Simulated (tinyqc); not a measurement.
Moments against temperature: two-sublattice mean-field magnet: ferrimagnet, compensation points and susceptibility. Computed by tinyqc, a small Python program. Command: `OMP_NUM_THREADS=1 python tinyqc.py 3009565 3009566 out.jsonl ferri walk`. One thread of a shared host (Intel(R) Xeon(R) Processor @ 2.30GHz), about 0.01 s of CPU time with the checks.

A random alloy A(1-x)B(x) with H = -sum over pairs J S_i.S_j. a = <S_A> and b = <S_B> are taken along z, a > 0. Exchange fields: h_A = (1 - x) zJ_AA a + x zJ_AB b, h_B = (1 - x) zJ_AB a + x zJ_BB b; a = S_A B_(S_A)(S_A h_A/(k_B T)) and likewise for b, with the Brillouin function B_S(y) = [(2S + 1)/(2S)] coth[(2S + 1) y/(2S)] - [1/(2S)] coth[y/(2S)].

Inputs (values chosen for the exercise, for a model ferrimagnet): spin S_A = 1.5; spin S_B = 1.5; g factor g_A = 2.1; g factor g_B = 2; fraction x of B sites = 0.21; z J_AA = 19.1 meV; z J_BB = 2.5 meV; z J_AB = -5.4 meV; T over T_c = 0.74.

Constants: k_B = 8.617333262e-05 eV/K.

Method:
- Linearised, T (a, b) = M (a, b) with M_ij = S_i (S_i + 1) c_j zJ_ij/(3 k_B), c_A = 1 - x, c_B = x. T_c is the larger eigenvalue, and its eigenvector gives b/a at onset, (T_c - M_AA)/M_AB.
- Repeat from a = S_A, b = -S_B until a and b change by less than 1e-10.
- Net moment m = (1 - x) g_A a + x g_B b in mu_B per site; net spin s = (1 - x) a + x b.

T_c = 223.589 K

Sublattices:
```
T/T_c   T (K)    a/S_A   -b/S_B  m (mu_B)
0.05    11.18  1.00000  0.99962    1.8587
0.15    33.54  0.99985  0.93850    1.8969
0.30    67.08  0.98861  0.73295    1.9984
0.45   100.61  0.94502  0.54104    2.0108
0.60   134.15  0.86123  0.39204    1.8962
0.72   160.98  0.75638  0.29366    1.6972
0.84   187.81  0.59820  0.20183    1.3615
0.92   205.70  0.43520  0.13490    0.9980
0.97   216.88  0.27112  0.07995    0.6243
```

What follows from these numbers?

At 0.45 T_c A keeps 0.95 and B 0.54 of saturation. |m| first rises, to 2.011 at 0.45 T_c, because the minority sublattice falls faster (type P).
